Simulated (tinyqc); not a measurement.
# Doping from resistivity

Problem. A uniform, uncompensated and fully ionised sample has rho = 1/(q N mu), mu = m1 + (m2 (T/300 K)^(-bt) - m1)/(1 + (N/Nr)^am). Find N, mu and the diffusion coefficient mu Vt.

Parameters, values chosen for the exercise: temperature T = 500 K; mobility limit at high doping m1 = 56.1 cm^2/(V s); mobility limit at low doping, at 300 K m2 = 1010 cm^2/(V s); reference doping of the mobility law Nr = 2e17 cm^-3; exponent of the mobility law am = 0.708; temperature exponent of m2 bt = 2.5.

Constants: q = 1.602176634e-19 C, kB = 1.380649e-23 J/K, Vt = kB T/q. Results are converted to the units shown.

resistivity = 0.011397649 ohm cm

Answer. With am below 1 the product N mu rises steadily with N, so one doping matches; it is found by iterating N = 1/(q rho mu(N)).

N = 7.60e18 cm^-3
mu = 72.1 cm^2/(V s)
diffusion coefficient = 3.10 cm^2/s

tinyqc, about 0.01 s, one thread, Intel Xeon 2.30GHz (shared host): `OMP_NUM_THREADS=1 python tinyqc.py 2110137 2110138 out.jsonl`
